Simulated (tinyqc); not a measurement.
Coupled-perturbed Hartree-Fock on RHF in the sto-6g basis, for H6, spin multiplicity 1, step by step. One step of it, computed by the program tinyqc.

Problem. Integrals over molecular orbitals. (pq|rs) = sum C_ip C_jq C_kr C_ls (ij|kl), one index at a time.

coefficients C, order 1H 1s, 2H 1s, 3H 1s, 4H 1s, 5H 1s, 6H 1s:
```
[[0.199838, -0.376506, -0.391195, 0.593544, -0.731077, 0.488800],
 [0.271986, -0.406865, -0.288535, -0.400200, 0.813829, -0.737851],
 [0.375876, -0.083772, 0.429732, -0.614141, -0.226187, 0.980955],
 [0.375645, 0.084142, 0.429905, 0.614366, -0.226906, -0.980275],
 [0.271300, 0.407554, -0.288209, 0.399978, 0.814822, 0.736355],
 [0.199346, 0.377156, -0.390780, -0.593137, -0.731993, -0.487877]]
```

core Hamiltonian H = T + V (hartree), order 1H 1s, 2H 1s, 3H 1s, 4H 1s, 5H 1s, 6H 1s:
```
[[-1.661082, -1.186171, -0.217163, -0.046056, -0.004047, -0.000566],
 [-1.186171, -1.957760, -0.837143, -0.226787, -0.024489, -0.004047],
 [-0.217163, -0.837143, -2.096517, -1.332531, -0.226390, -0.045967],
 [-0.046056, -0.226787, -1.332531, -2.096263, -0.835899, -0.216778],
 [-0.004047, -0.024489, -0.226390, -0.835899, -1.957339, -1.186029],
 [-0.000566, -0.004047, -0.045967, -0.216778, -1.186029, -1.660915]]
```

Two-electron integrals (ij|kl) in chemists' order, unique and non-zero (hartree):
```
(11|11) 0.774999   (21|11) 0.350833   (21|21) 0.196809   (22|11) 0.506909
(22|21) 0.350833   (22|22) 0.774999   (31|11) 0.039912   (31|21) 0.024946
(31|22) 0.051149   (31|31) 0.003964   (32|11) 0.122028   (32|21) 0.086799
(32|22) 0.205034   (32|31) 0.016423   (32|32) 0.076288   (33|11) 0.242629
(33|21) 0.168735   (33|22) 0.401013   (33|31) 0.039912   (33|32) 0.205034
(33|33) 0.774999   (41|11) 0.006582   (41|21) 0.004173   (41|22) 0.008721
(41|31) 0.000720   (41|32) 0.003118   (41|33) 0.008721   (41|41) 0.000141
(42|11) 0.024850   (42|21) 0.017229   (42|22) 0.039912   (42|31) 0.003466
(42|32) 0.016423   (42|33) 0.051149   (42|41) 0.000720   (42|42) 0.003964
(43|11) 0.110823   (43|21) 0.074154   (43|22) 0.168735   (43|31) 0.017229
(43|32) 0.086799   (43|33) 0.350833   (43|41) 0.004173   (43|42) 0.024946
(43|43) 0.196809   (44|11) 0.171189   (44|21) 0.110823   (44|22) 0.242629
(44|31) 0.024850   (44|32) 0.122028   (44|33) 0.506909   (44|41) 0.006582
(44|42) 0.039912   (44|43) 0.350833   (44|44) 0.774999   (51|11) 0.000431
(51|21) 0.000279   (51|22) 0.000596   (51|31) 0.000051   (51|32) 0.000230
(51|33) 0.000694   (51|41) 0.000011   (51|42) 0.000057   (51|43) 0.000365
(51|44) 0.000643   (51|51) 8.91e-07   (52|11) 0.002102   (52|21) 0.001416
(52|22) 0.003198   (52|31) 0.000290   (52|32) 0.001367   (52|33) 0.004495
(52|41) 0.000064   (52|42) 0.000358   (52|43) 0.002457   (52|44) 0.004496
(52|51) 0.000006   (52|52) 0.000037   (53|11) 0.014887   (53|21) 0.009621
(53|22) 0.021026   (53|31) 0.002111   (53|32) 0.010238   (53|33) 0.039836
(53|41) 0.000524   (53|42) 0.003093   (53|43) 0.024899   (53|44) 0.051055
(53|51) 0.000051   (53|52) 0.000357   (53|53) 0.003950   (54|11) 0.050918
(54|21) 0.032025   (54|22) 0.067762   (54|31) 0.006734   (54|32) 0.031723
(54|33) 0.121834   (54|41) 0.001738   (54|42) 0.010241   (54|43) 0.086658
(54|44) 0.204699   (54|51) 0.000189   (54|52) 0.001366   (54|53) 0.016371
(54|54) 0.076067   (55|11) 0.121510   (55|21) 0.074679   (55|22) 0.153784
(55|31) 0.014909   (55|32) 0.067839   (55|33) 0.242519   (55|41) 0.003688
(55|42) 0.021056   (55|43) 0.168642   (55|44) 0.400753   (55|51) 0.000431
(55|52) 0.003198   (55|53) 0.039836   (55|54) 0.204699   (55|55) 0.774999
(61|11) 0.000048   (61|21) 0.000031   (61|22) 0.000068   (61|31) 0.000006
(61|32) 0.000028   (61|33) 0.000090   (61|41) 1.33e-06   (61|42) 0.000007
(61|43) 0.000049   (61|44) 0.000090   (61|51) 1.17e-07   (61|52) 7.55e-07
(61|53) 0.000007   (61|54) 0.000028   (61|55) 0.000068   (61|61) 1.58e-08
(62|11) 0.000293   (62|21) 0.000194   (62|22) 0.000431   (62|31) 0.000040
(62|32) 0.000190   (62|33) 0.000643   (62|41) 0.000009   (62|42) 0.000051
(62|43) 0.000365   (62|44) 0.000694   (62|51) 8.36e-07   (62|52) 0.000006
(62|53) 0.000057   (62|54) 0.000229   (62|55) 0.000596   (62|61) 1.17e-07
(62|62) 8.91e-07   (63|11) 0.002705   (63|21) 0.001718   (63|22) 0.003682
(63|31) 0.000365   (63|32) 0.001737   (63|33) 0.006568   (63|41) 0.000090
(63|42) 0.000524   (63|43) 0.004164   (63|44) 0.008703   (63|51) 0.000009
(63|52) 0.000064   (63|53) 0.000717   (63|54) 0.003107   (63|55) 0.008703
(63|61) 1.33e-06   (63|62) 0.000011   (63|63) 0.000140   (64|11) 0.011528
(64|21) 0.007150   (64|22) 0.014887   (64|31) 0.001458   (64|32) 0.006732
(64|33) 0.024804   (64|41) 0.000365   (64|42) 0.002111   (64|43) 0.017197
(64|44) 0.039836   (64|51) 0.000040   (64|52) 0.000289   (64|53) 0.003454
(64|54) 0.016371   (64|55) 0.051055   (64|61) 0.000006   (64|62) 0.000051
(64|63) 0.000717   (64|64) 0.003950   (65|11) 0.060437   (65|21) 0.036731
(65|22) 0.074679   (65|31) 0.007161   (65|32) 0.032062   (65|33) 0.110781
(65|41) 0.001721   (65|42) 0.009635   (65|43) 0.074120   (65|44) 0.168642
(65|51) 0.000194   (65|52) 0.001416   (65|53) 0.017197   (65|54) 0.086658
(65|55) 0.350833   (65|61) 0.000031   (65|62) 0.000279   (65|63) 0.004164
(65|64) 0.024899   (65|65) 0.196809   (66|11) 0.100432   (66|21) 0.060437
(66|22) 0.121510   (66|31) 0.011545   (66|32) 0.050978   (66|33) 0.171134
(66|41) 0.002709   (66|42) 0.014909   (66|43) 0.110781   (66|44) 0.242519
(66|51) 0.000293   (66|52) 0.002102   (66|53) 0.024804   (66|54) 0.121834
(66|55) 0.506909   (66|61) 0.000048   (66|62) 0.000431   (66|63) 0.006568
(66|64) 0.039836   (66|65) 0.350833   (66|66) 0.774999
```

Give: one-electron integrals over orbitals h = C^T H C; Two-electron integrals over orbitals.

Solution.

one-electron integrals over orbitals h = C^T H C (hartree):
```
[[-2.1643, 0.0001, -0.1336, 0.0002, -0.0732, 0.0000],
 [0.0001, -1.9540, -0.0001, -0.1596, -0.0001, -0.0581],
 [-0.1336, -0.0001, -1.9375, -0.0001, 0.1396, -0.0002],
 [0.0002, -0.1596, -0.0001, -1.5923, 0.0002, 0.1436],
 [-0.0732, -0.0001, 0.1396, 0.0002, -1.3129, 0.0000],
 [0.0000, -0.0581, -0.0002, 0.1436, 0.0000, -1.2236]]
```

Two-electron integrals over orbitals (pq|rs), unique and non-zero (hartree):
```
(11|11) 0.4022      (21|11) -2.15e-04   (21|21) 0.1272      (22|11) 0.3180
(22|21) 2.79e-04    (22|22) 0.3782      (31|11) 0.0797      (31|21) 1.86e-04
(31|22) -0.0551     (31|31) 0.1267      (32|11) 2.62e-04    (32|21) -0.1216
(32|22) -3.48e-04   (32|31) -7.58e-05   (32|32) 0.1398      (33|11) 0.3740
(33|21) -9.59e-05   (33|22) 0.3337      (33|31) 0.0425      (33|32) 1.52e-04
(33|33) 0.3743      (41|11) -1.45e-04   (41|21) 0.0367      (41|22) 3.85e-05
(41|31) -2.06e-05   (41|32) 0.0051      (41|33) 5.07e-06    (41|41) 0.0818
(42|11) 0.0561      (42|21) 2.86e-05    (42|22) -0.0031     (42|31) 0.0497
(42|32) 4.43e-05    (42|33) 0.0137      (42|41) -2.14e-05   (42|42) 0.0715
(43|11) -5.48e-05   (43|21) 0.0614      (43|22) 1.28e-04    (43|31) 1.40e-04
(43|32) -0.0598     (43|33) -2.86e-05   (43|41) 0.0158      (43|42) 5.50e-05
(43|43) 0.0779      (44|11) 0.3731      (44|21) -6.17e-05   (44|22) 0.3331
(44|31) 0.0395      (44|32) 1.05e-04    (44|33) 0.3640      (44|41) -1.95e-05
(44|42) 0.0221      (44|43) -1.09e-05   (44|44) 0.3775      (51|11) 0.0088
(51|21) -3.86e-05   (51|22) 0.0271      (51|31) -0.0227     (51|32) -7.14e-06
(51|33) -0.0102     (51|41) -9.55e-05   (51|42) 0.0392      (51|43) 9.90e-06
(51|44) -0.0015     (51|51) 0.0488      (52|11) -1.05e-05   (52|21) 0.0230
(52|22) 7.38e-05    (52|31) -2.86e-07   (52|32) 0.0050      (52|33) 1.17e-05
(52|41) 0.0559      (52|42) 1.42e-04    (52|43) -0.0396     (52|44) 1.30e-05
(52|51) 5.60e-05    (52|52) 0.0899      (53|11) -0.0633     (53|21) -3.04e-05
(53|22) -0.0021     (53|31) -0.0535     (53|32) -3.22e-05   (53|33) -0.0264
(53|41) 3.56e-05    (53|42) -0.0683     (53|43) -7.36e-05   (53|44) -0.0223
(53|51) -0.0345     (53|52) -1.10e-04   (53|53) 0.0729      (54|11) -2.69e-04
(54|21) 0.1219      (54|22) 3.34e-04    (54|31) 7.49e-05    (54|32) -0.1338
(54|33) -1.54e-04   (54|41) 0.0030      (54|42) -3.68e-05   (54|43) 0.0613
(54|44) -1.15e-04   (54|51) 5.08e-06    (54|52) -0.0029     (54|53) 3.11e-05
(54|54) 0.1431      (55|11) 0.3312      (55|21) 1.98e-04    (55|22) 0.3815
(55|31) -0.0456     (55|32) -2.54e-04   (55|33) 0.3441      (55|41) 2.51e-05
(55|42) 0.0014      (55|43) 9.59e-05    (55|44) 0.3520      (55|51) 0.0272
(55|52) 6.74e-05    (55|53) -0.0046     (55|54) 2.61e-04    (55|55) 0.4040
(61|11) 1.50e-05    (61|21) -0.0017     (61|22) -3.98e-05   (61|31) 6.69e-05
(61|32) -0.0145     (61|33) -1.11e-06   (61|41) -0.0294     (61|42) -5.16e-05
(61|43) -0.0518     (61|44) 3.72e-06    (61|51) -6.22e-05   (61|52) 0.0326
(61|53) 5.96e-05    (61|54) 0.0118      (61|55) -4.49e-05   (61|61) 0.0675
(62|11) 0.0140      (62|21) -2.43e-05   (62|22) 0.0317      (62|31) -0.0206
(62|32) -1.11e-05   (62|33) -2.66e-04   (62|41) -6.97e-05   (62|42) 0.0363
(62|43) -9.93e-07   (62|44) -0.0021     (62|51) 0.0454      (62|52) 8.74e-05
(62|53) -0.0382     (62|54) 9.21e-06    (62|55) 0.0308      (62|61) -5.00e-05
(62|62) 0.0476      (63|11) 1.45e-04    (63|21) -0.0402     (63|22) -4.13e-05
(63|31) 2.79e-06    (63|32) 0.0027      (63|33) 1.10e-05    (63|41) -0.0787
(63|42) 1.04e-05    (63|43) -0.0180     (63|44) 8.03e-06    (63|51) 8.96e-05
(63|52) -0.0562     (63|53) -3.19e-05   (63|54) -0.0022     (63|55) -2.72e-05
(63|61) 0.0290      (63|62) 7.37e-05    (63|63) 0.0839      (64|11) -0.0816
(64|21) -1.40e-04   (64|22) 0.0481      (64|31) -0.1217     (64|32) 2.90e-05
(64|33) -0.0439     (64|41) 2.57e-05    (64|42) -0.0519     (64|43) -1.22e-04
(64|44) -0.0441     (64|51) 0.0197      (64|52) -4.58e-07   (64|53) 0.0545
(64|54) -3.49e-05   (64|55) 0.0490      (64|61) -6.04e-05   (64|62) 0.0196
(64|63) -1.22e-05   (64|64) 0.1309      (65|11) -2.18e-04   (65|21) 0.1298
(65|22) 2.94e-04    (65|31) 1.86e-04    (65|32) -0.1257     (65|33) -9.59e-05
(65|41) 0.0378      (65|42) 2.77e-05    (65|43) 0.0650      (65|44) -6.05e-05
(65|51) -3.95e-05   (65|52) 0.0237      (65|53) -3.14e-05   (65|54) 0.1314
(65|55) 2.25e-04    (65|61) -0.0028     (65|62) -2.49e-05   (65|63) -0.0440
(65|64) -1.52e-04   (65|65) 0.1451      (66|11) 0.4272      (66|21) -1.79e-04
(66|22) 0.3383      (66|31) 0.0854      (66|32) 2.35e-04    (66|33) 0.3996
(66|41) -1.40e-04   (66|42) 0.0618      (66|43) -3.52e-05   (66|44) 0.4057
(66|51) 0.0103      (66|52) 1.05e-06    (66|53) -0.0707     (66|54) -2.50e-04
(66|55) 0.3614      (66|61) 1.54e-05    (66|62) 0.0162      (66|63) 1.47e-04
(66|64) -0.0934     (66|65) -1.96e-04   (66|66) 0.4772
```
